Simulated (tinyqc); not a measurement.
Geometry relaxation of a small cluster: one step, computed by the program tinyqc.

E = sum_i {sum_j A exp(-p (r_ij/r0 - 1)) - xi sqrt(rho_i)}, rho_i = sum_j exp(-2 q (r_ij/r0 - 1)); the force on i is -sum_j w_ij (R_i - R_j)/r_ij with w_ij = -(2p/r0) A exp(-p (r_ij/r0 - 1)) + (xi q/r0) exp(-2 q (r_ij/r0 - 1)) (rho_i^(-1/2) + rho_j^(-1/2)).

Task: Energy and forces at the start. Evaluate E and the forces at the starting positions.

Inputs (values chosen for the exercise, for model atoms):

| quantity | value | unit |
|---|---|---|
| length r0 | 2.9 | angstrom |
| repulsion A | 0.13 | eV |
| hopping xi | 1.96 | eV |
| decay p | 10.6 | - |
| decay q | 2.44 | - |

Potential: Gupta. Method: BFGS.

starting positions (angstrom):
```
           x      y      z
atom 1  -0.1  -0.03   0.17
atom 2  2.66  -0.05  -0.22
atom 3  1.57   2.51  -0.04
```

Give: distances; energy at the start; forces.

Result:

distances (angstrom): 1-2 2.787, 1-3 3.047, 2-3 2.788

energy at the start = -7.639 eV

forces (eV/angstrom):
```
             x       y       z
atom 1   1.946   1.050  -0.264
atom 2  -1.743   1.168   0.258
atom 3  -0.203  -2.219   0.006
```
